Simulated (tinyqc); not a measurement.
Ewald sum of point charges, bcc in a neutralising background, strained along z by a factor 1.07, lattice, step by step. Computed by tinyqc, a small Python program that keeps every step. Command: `OMP_NUM_THREADS=1 python tinyqc.py 28927 28928 out.jsonl` (the two numbers bound the seeds that draw the settings). One thread of a shared host (Intel(R) Xeon(R) Processor @ 2.60GHz), about 0.03 s of CPU time with the checks.

## Ewald sum with eta = 0.381 1/bohr

cell vectors (rows) (bohr):
```
[[9.180000, 0.000000, 0.000000],
 [0.000000, 9.180000, 0.000000],
 [0.000000, 0.000000, 9.823000]]
```

Charges:
```
q               f1        f2        f3
1.000000  0.000000  0.000000  0.000000
1.000000  0.500000  0.500000  0.500000
```

Real space: 1/2 sum q_i q_j erfc(eta r)/r over all images with r > 0; reciprocal space: (2 pi/V) sum_(G != 0) exp(-G^2/4 eta^2)/G^2 |S(G)|^2 with S(G) = sum q exp(i G.r); self term -eta/sqrt(pi) sum q^2; background -pi Q^2/(2 V eta^2), Q the total charge.

Real-space shells (first ones):
```
r (bohr)   pairs  sum (hartree)
8.139965      16       0.000011
9.180000       8       3.30e-07
9.823000       4       2.45e-08
12.982480      8              0
13.444840     16              0
15.323310     32              0
```

Reciprocal shells (first ones that count):
```
G^2 (1/bohr^2)  vectors  sum (hartree)
0.877602              8       0.061052
0.936924              4       0.025816
1.636558              2       0.002215
1.873848              4       0.002571
2.573482              8       0.001122
2.751450             16       0.001545
3.510406              8       0.000164
3.747696              4       0.000051
4.150718              8       0.000046
4.625298              8       0.000018
4.684620              8       0.000016
5.384254              8       4.24e-06
```

## The total does not depend on eta

The same sums for other eta.

Totals (hartree per cell):
```
eta           real  reciprocal       self  background        total
0.381000  0.000012    0.094626  -0.429912   -0.052288  -0.38756304
0.499000  9.11e-09    0.205981  -0.563061   -0.030482  -0.38756304
0.655000         0    0.369217  -0.739088   -0.017692  -0.38756304
```

shortest distance = 8.139965 bohr
